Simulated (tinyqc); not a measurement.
Vertical double-diffused power MOSFET, components of the on-resistance: On-resistance against the rated breakdown voltage of the drift layer.

Stripe cells of pitch Wp + a, two channels a cell. Current flows through the channels, spreads in the accumulation layer, passes the gap between the p bodies and spreads at 45 degrees into the drift layer below them. Low drain voltage, full ionisation.

Triangular field at breakdown with Ec = Kc N^(1/8): BV = eps0 eps_r Ec^2/(2 q N), so N = (eps0 eps_r Kc^2/(2 q BV))^(4/3); W = 2 BV/Ec; mu = mud (T/300 K)^(-bt); rho = 1/(q mu N); ideal resistance rho W. Pitch p = Wp + a, Cox = 3.9 eps0/tox; zero-bias depletion in the gap w0 = sqrt(2 eps0 eps_r Vbi/(q N Nj)), open gap g = a - 2 w0; R_ch = Lc p/(2 mch Cox Vov); R_acc = 0.6 a p/(4 mac Cox Vov), 0.6 being an empirical factor for current leaving the layer along its length; R_gap = (rho/Nj) xp p/g; spreading depth t = min(W, (p - g)/2); R_drift = (rho p/2) ln((g + 2 t)/g) + rho (W - t); R_on = the sum with Rs.

Parameters, values chosen for the exercise; bulk values close to those of 4H silicon carbide:
```
symbol,value,unit,meaning
T,450,K,temperature
eps_r,9.99,,relative permittivity
Kc,23500,V/cm per (cm^-3)^(1/8),critical-field constant
mud,812,cm^2/(V s),drift mobility at 300 K
bt,2.1,,temperature exponent of the drift mobility
tox,77,nm,gate oxide thickness (eps_r 3.9)
Vov,9,V,gate overdrive
mch,38,cm^2/(V s),channel mobility
mac,150,cm^2/(V s),accumulation-layer mobility
Lc,1.3,um,channel length
Wp,4.7,um,"width of the p body in one cell, channels included"
a,1.9,um,gap between neighbouring p bodies
xp,0.6,um,depth of the p body
Nj,3,,doping of the gap over the drift doping
Vbi,2.76,V,built-in voltage of the body junction
Rs,0.52,mohm cm^2,substrate and contact resistance
```

Constants: q = 1.602176634e-19 C, eps0 = 8.8541878128e-14 F/cm where lengths are in cm. Results are converted to the units shown.

The same in every row: R_ch (mohm cm^2) = 2.797; R_acc (mohm cm^2) = 0.3107.

Result of one run:

| BV (V) | R_gap (mohm cm^2) | R_drift (mohm cm^2) | R_on (mohm cm^2) | ideal (mohm cm^2) | largest term |
|---|---|---|---|---|---|
| 5600 | 3.524 | 66.86 | 74.01 | 60.44 | drift |

What becomes of these results when the rated breakdown voltage of the drift layer BV is changed from 5600 to 3500 V, all else the same?

Result of the changed run:

| BV (V) | R_gap (mohm cm^2) | R_drift (mohm cm^2) | R_on (mohm cm^2) | ideal (mohm cm^2) | largest term |
|---|---|---|---|---|---|
| 3500 | 0.9108 | 20.90 | 25.44 | 18.66 | drift |

The whole series:

| BV (V) | R_gap (mohm cm^2) | R_drift (mohm cm^2) | R_on (mohm cm^2) | ideal (mohm cm^2) | largest term |
|---|---|---|---|---|---|
| 300 | 0.01616 | 0.08148 | 3.725 | 0.04014 | channel |
| 490 | 0.03270 | 0.2231 | 3.884 | 0.1369 | channel |
| 800 | 0.06775 | 0.6464 | 4.342 | 0.4662 | channel |
| 1300 | 0.1449 | 1.956 | 5.729 | 1.569 | channel |
| 2100 | 0.3280 | 6.070 | 10.03 | 5.204 | drift |
| 3500 | 0.9108 | 20.90 | 25.44 | 18.66 | drift |
| 5600 | 3.524 | 66.86 | 74.01 | 60.44 | drift |

R_on rises from 3.73 to 74.0 mohm cm^2. The channel term is the largest at BV = 300, the drift term from 2100 on. R_on is 92.8 times the ideal drift resistance in the first row and 1.22 times in the last. The ideal resistance goes as BV^(2.50), and R_on as BV^(2.27) between the last two rows.

tinyqc, about 0.01 s, one thread, Intel Xeon 2.30GHz (shared host): `OMP_NUM_THREADS=1 python tinyqc.py 2230126 2230127 out.jsonl`
